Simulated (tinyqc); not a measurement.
# Lifetime from the low-frequency admittance

Question. At low frequency a p+-n diode with a base of width wb has C_diff/G = (tau/2)(1 - 2 x/sinh 2x), x = wb/sqrt(Dp tau). Find tau, x and the limit of C_diff/G for infinite lifetime, wb^2/(3 Dp).

Values chosen for this exercise: hole diffusion coefficient Dp = 8.7 cm^2/s; width of the neutral base wb = 59 um.

G = 5.4988930 S/cm^2
C_diff = 2.3466222 uF/cm^2

Solution. The ratio rises steadily with tau from tau/2 (long base) towards wb^2/(3 Dp) (short base), so one lifetime matches as long as the ratio is below that limit.

tau = 1.000e-6 s
x = 2.000
limit of C_diff/G = 1.334e-6 s

Numbers from tinyqc (`OMP_NUM_THREADS=1 python tinyqc.py 2890218 2890219 out.jsonl`; about 0.01 s on one thread of a shared Intel Xeon 2.30GHz).
